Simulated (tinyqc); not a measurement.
Screening unbinds the donor: static screening by free carriers.

kF = (3 pi^2 n/Mv)^(1/3), EF = c kF^2/m with c = hbar^2/2m0, n in 1/angstrom^3 (1e-24 per 1/cm^3), e2 = e^2/(4 pi eps0). Thomas-Fermi: qTF^2 = 6 pi e2 n/(eps EF). Debye: qD^2 = 4 pi e2 n/(eps kB T).

F_j(eta) = (1/Gamma(j + 1)) integral_0^infinity x^j dx/(1 + exp(x - eta)), which tends to exp(eta) for eta << 0.

At finite T: qs^2 = qD^2 F_-1/2(eta)/F_1/2(eta), where n = Mv N F_1/2(eta) and N = 2 (m kB T/(4 pi c))^(3/2) with c = hbar^2/2m0, in 1/angstrom^3; times 1e24 for 1/cm^3.

Donor in the screened potential -(e2/eps) exp(-qs r)/r with the trial function exp(-r/a): E(a) = c/(m a^2) - (e2/eps) 4/(a (2 + qs a)^2), e2 = e^2/(4 pi eps0), c = hbar^2/2m0; isotropic mass.

Constants: hbar^2/2m0 = 3.80998211 eV angstrom^2; e^2/(4 pi eps0) = 14.39964547 eV angstrom; kB = 8.617333262e-05 eV/K; a0 (Bohr radius) = 0.5291772105 angstrom.

Inputs chosen for the exercise (near those of Si; shifted at random, so the results belong to these values and not to a real crystal):
- m = 0.3219 m0 (mass of one isotropic valley)
- Mv = 6 (valleys)
- eps = 11.4 (background dielectric constant)
- T = 300 K

All carriers n are taken as free and screen with qs(T); E(a) is minimised over a; a dash marks no bound state. aB = a0 eps/m.

Donor level:
```
n (1/cm^3)  n^(1/3) aB  qs aB  E (meV)   a/aB
1.0e+15          0.019  0.015   -32.72  1.000
1.0e+16          0.040  0.046   -30.68  1.002
5.0e+16          0.069  0.104   -27.21  1.007
2.0e+17          0.110  0.207   -21.65  1.027
4.0e+17          0.138  0.293   -17.65  1.051
1.0e+18          0.187  0.461   -11.14  1.123
3.0e+18          0.270  0.789    -2.78  1.415
7.0e+18          0.358  1.177        -      -
```

aB = 18.7 angstrom

What does the comparison show, and why?

The level rises from -32.72 meV at the lowest density to -2.78 meV at 3e+18 1/cm^3, against -33.70 meV unscreened. The trial function finds no bound state from 7e+18 1/cm^3 on, where qs aB = 1.18 and n^(1/3) aB = 0.36. This trial function loses binding at qs aB = 1 and the exact Yukawa problem at 1.19; the Mott rule of thumb is n^(1/3) aB = 0.26, which the last bound row of this table passes: the rule belongs to low temperature, and thermal carriers screen more weakly.

Computed by tinyqc, a small Python program: `OMP_NUM_THREADS=1 python tinyqc.py 1651124 1651125 out.jsonl` (the numbers bound the seed that draws the inputs); one thread of a shared host (Intel(R) Xeon(R) Processor @ 2.30GHz), about 0.01 s for the whole set of steps.
